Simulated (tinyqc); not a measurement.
What moves the results: Franz-Keldysh effect at a direct gap. A value that a table varies takes the place of the one given here.

Parabolic bands, vertical transitions, no excitons. For each hole band j: mr = me mj/(me + mj); joint density of states J_j(E) = (mr/c)^(3/2) sqrt(E - Eg)/(2 pi^2), both spins, c = hbar^2/2m0; averaged matrix element |e.p|^2 = m0 Ep/6; alpha_j(E) = 4 pi^2 alpha_f c Ep J_j/(3 nr E) in 1/angstrom (alpha_f the fine-structure constant, listed as alpha among the constants), times 1e8 for 1/cm.

In a field Fd (1 kV/cm = 1e-5 V/angstrom) the electro-optic energy of band j is th = (c (e Fd)^2/mr)^(1/3), and sqrt(E - Eg) in J_j is replaced by pi sqrt(th) [Ai'(b)^2 - b Ai(b)^2] with b = (Eg - E)/th; Ai is the Airy function.

Constants: hbar^2/2m0 = 3.80998211 eV angstrom^2; fine-structure constant alpha = 0.007297352564.

Parameters, chosen for this exercise (near those of GaAs; the results hold for these values, not for the real material): Eg = 1.388 eV (direct gap); me = 0.0683 m0 (electron mass); mhh = 0.491 m0 (heavy-hole mass); mlh = 0.0785 m0 (light-hole mass); Ep = 25.1 eV (Kane energy); nr = 3.55 (refractive index); Fd = 210 kV/cm (uniform field); det = 60 meV (detuning below the gap).

## Spectrum around the gap

Absorption (1/cm):

| E - Eg (eV) | alpha(0) | alpha(F) | change |
|---|---|---|---|
| -0.1636 | 0 | 3.460 | 3 |
| -0.1309 | 0 | 14.66 | 15 |
| -0.0982 | 0 | 56.43 | 56 |
| -0.0654 | 0 | 194.8 | 195 |
| -0.0327 | 0 | 587.6 | 588 |
| 0.0000 | 0 | 1522 | 1522 |
| 0.0327 | 4859 | 3308 | -1550 |
| 0.0654 | 6717 | 5902 | -815 |
| 0.0982 | 8049 | 8487 | 438 |
| 0.1309 | 9093 | 9866 | 773 |
| 0.1636 | 9951 | 9989 | 38 |
| 0.1963 | 10675 | 1.029e+04 | -385 |
| 0.2618 | 11839 | 1.200e+04 | 160 |
| 0.3272 | 12731 | 1.280e+04 | 67 |

What does this show?

At the gap alpha(F) = 1522 1/cm; 130.9 meV below it 14.7 1/cm remain, the tail falling as exp(-(4/3) b^(3/2)). Among the energies listed the largest rise is 1522 1/cm at E - Eg = 0.0 meV and the largest fall -1550 1/cm at 32.7 meV. It changes sign between 0.0 and 32.7 meV, between 65.4 and 98.2 meV, between 163.6 and 196.3 meV and between 196.3 and 261.8 meV; th is 65.4 meV for heavy holes and 77.2 meV for light holes.

## Tail absorption against field

At E = Eg - det; the field takes the values listed. The last column is the length for 10 dB of loss.

Results:

| Fd (kV/cm) | th heavy (meV) | b heavy | alpha (1/cm) | length (micrometre) |
|---|---|---|---|---|
| 10 | 8.60 | 6.979 | 8.82e-08 | 2.61e+11 |
| 20 | 13.65 | 4.397 | 0.00274 | 8.39e+06 |
| 40 | 21.66 | 2.770 | 0.801 | 2.87e+04 |
| 60 | 28.39 | 2.114 | 6.60 | 3.49e+03 |
| 100 | 39.90 | 1.504 | 42.5 | 542 |
| 150 | 52.29 | 1.147 | 121 | 190 |
| 250 | 73.50 | 0.816 | 316 | 72.8 |
| 400 | 100.55 | 0.597 | 604 | 38.1 |

What can be read from the table?

alpha grows by 7.9 decades from 10 to 60 kV/cm and by a factor 1.91 over the last step, where the field grows by 1.6: the exponent (4/3) b^(3/2) goes as 1/Fd, so the gain is steep only while b > 1 (deep in the tail the light-hole pair, with its smaller b, carries most of it), that is up to 150 kV/cm of those listed. Values below about 10 1/cm lie under the Urbach and exciton tails of a real crystal, left out here.

## What moves the tail

At E = Eg - det. Each row changes one parameter from the base and keeps the others.

Results:

| case | th heavy (meV) | alpha (1/cm) |
|---|---|---|
| base | 65.439 | 236.1 |
| Fd = 273 kV/cm | 77.947 | 362.0 |
| det = 70 meV | 65.439 | 165.0 |
| me = 0.0785 m0 | 62.849 | 250.2 |
| mlh = 0.1021 m0 | 65.439 | 244.1 |
| Ep = 27.6 eV | 65.439 | 259.6 |
| nr = 3.73 | 65.439 | 224.7 |

What can be read from the table?

The largest shifts from the base row, up to three for each result and ties (the steps differ in size, so this ranks the rows, not the parameters). th heavy (meV): Fd +12.508, me -2.589; unchanged at the printed digits by det, mlh, Ep and nr. alpha (1/cm): Fd +126, det -71.1, Ep +23.5.

Program tinyqc; command `OMP_NUM_THREADS=1 python tinyqc.py 1650691 1650692 out.jsonl`; about 0.01 s on one thread of a shared Intel(R) Xeon(R) Processor @ 2.30GHz.
